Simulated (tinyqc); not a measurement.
MESFET, gradual channel with velocity saturation: one step of the calculation.

A uniformly doped n-type channel, depleted from the top by a Schottky gate; at channel potential V the depleted share of a is u = sqrt((Vbi - Vg + V)/Vp), s at the source. Electrons drift with v = mu E/(1 + mu E/vsat). Abrupt depletion edge, no series resistance, source at 0.

Problem. The saturation point by Newton steps. a is the channel (half-)thickness, Vp its pinch-off voltage and Z = mu Vp/(vsat L); an iterate with u > 1 is an overshoot, not a physical state. f = (1 - u)(1 + Z (u^2 - s^2)) - Z F/3, F = 3 (u^2 - s^2) - 2 (u^3 - s^3); f' = -(1 + Z (u^2 - s^2)); u(new) = u - f/f'.

u after iteration 1 = 0.88492595
Z = 19.338691
s = 0.73033830

Wanted: f; f'; u after iteration 2.

Solution.

f = -0.2463
f' = -5.829
u after iteration 2 = 0.8427

Program tinyqc, `OMP_NUM_THREADS=1 python tinyqc.py 2500018 2500019 out.jsonl`; Intel Xeon 2.30GHz, shared host, one thread, about 0.04 s.
